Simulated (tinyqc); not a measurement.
Carrier lifetime of an n-type layer with SRH, radiative, Auger and surface recombination: two steps of the calculation.

Uniform excess density dn = dp (no trapping), n = n0 + dn, p = p0 + dn, Boltzmann statistics, full ionisation. Surfaces enter as a rate 2 S dn/d, which holds while diffusion to them is fast.

Inputs (values chosen for the exercise); band and dielectric values close to those of 4H silicon carbide: temperature T = 250 K; band gap Eg = 3.24 eV; conduction-band density of states at T Nc = 1.3e19 cm^-3; valence-band density of states at T Nv = 1.91e19 cm^-3; radiative coefficient B = 1.51e-12 cm^3/s; donor density N = 1.2e17 cm^-3; Auger coefficient (two electrons) Cn = 4.4e-31 cm^6/s; Auger coefficient (two holes) Cp = 1.8e-31 cm^6/s; trap density Nt = 5.4e13 cm^-3; capture cross-section for electrons sn = 4e-14 cm^2; capture cross-section for holes sp = 2e-17 cm^2; thermal velocity (both carriers) vth = 2.2e7 cm/s; trap level below the conduction band Et = 0.52 eV; surface recombination velocity (both faces) S = 7 cm/s; sample thickness d = 4 um; generation rate G = 9.4e18 cm^-3 s^-1.

Constants: q = 1.602176634e-19 C, kB = 1.380649e-23 J/K, Vt = kB T/q. Results are converted to the units shown.

Problem 1. Equilibrium densities and SRH constants. ni = sqrt(Nc Nv) exp(-Eg/(2 Vt)), Eg in volts; majority density N/2 + sqrt(N^2/4 + ni^2), n0 p0 = ni^2; n1 = Nc exp(-Et/Vt), p1 = Nv exp((Et - Eg)/Vt); tn0 = 1/(sn vth Nt), tp0 = 1/(sp vth Nt).

Wanted: ni; n0; p0; n1; p1; tn0; tp0.

Solution 1.

ni = 3.465e-14 cm^-3
n0 = 1.200e17 cm^-3
p0 = 1.001e-44 cm^-3
n1 = 4.278e8 cm^-3
p1 = 2.807e-36 cm^-3
tn0 = 2.104e-8 s
tp0 = 4.209e-5 s

Problem 2. New dn. With e = n p - ni^2 = dn (n0 + p0 + dn): U_SRH = e/(tp0 (n + n1) + tn0 (p + p1)), U_rad = B e, U_Aug = (Cn n + Cp p) e, U_s = 2 S dn/d. Newton step on ln U(ln dn) = ln G, U the sum: k = d ln U/d ln dn (central difference over factors 1.0001), dn(new) = dn (G/U)^(1/k).

dn after iteration 1 = 3.8577634e13 cm^-3
n0 = 1.2e17 cm^-3
p0 = 1.0006223e-44 cm^-3
n1 = 4.2776449e8 cm^-3
p1 = 2.8070278e-36 cm^-3
tn0 = 2.1043771e-8 s
tp0 = 4.2087542e-5 s

Wanted: U_SRH; U_rad; U_Aug; U_s; k; dn after iteration 2.

Solution 2.

U_SRH = 9.166e17 cm^-3 s^-1
U_rad = 6.993e18 cm^-3 s^-1
U_Aug = 2.446e17 cm^-3 s^-1
U_s = 1.350e18 cm^-3 s^-1
k = 1.000
dn after iteration 2 = 3.816e13 cm^-3

Program tinyqc, `OMP_NUM_THREADS=1 python tinyqc.py 2300043 2300044 out.jsonl`; Intel Xeon 2.30GHz, shared host, one thread, about 0.01 s.
